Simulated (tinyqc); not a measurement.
# Delay unit and parasitic delay from two ring oscillators

Inverse problem. A ring of 21 inverters oscillates at 1/(2 x 21 d), with stage delay d = tau (h + p) for fan-out h. Find tau, p and the delay at fan-out 4.

frequencies of 21-stage ring oscillators with fan-out 2 and 5 (GHz): [2.3734286, 1.2896713]

Answer. d is a straight line in h with slope tau and intercept tau p.

tau = 2.810 ps
p = 1.570
delay at fan-out 4 = 15.65 ps

Computed by the program tinyqc: `OMP_NUM_THREADS=1 python tinyqc.py 2082125 2082126 out.jsonl`, one thread of a shared Intel Xeon 2.30GHz, about 0.01 s for the whole run.
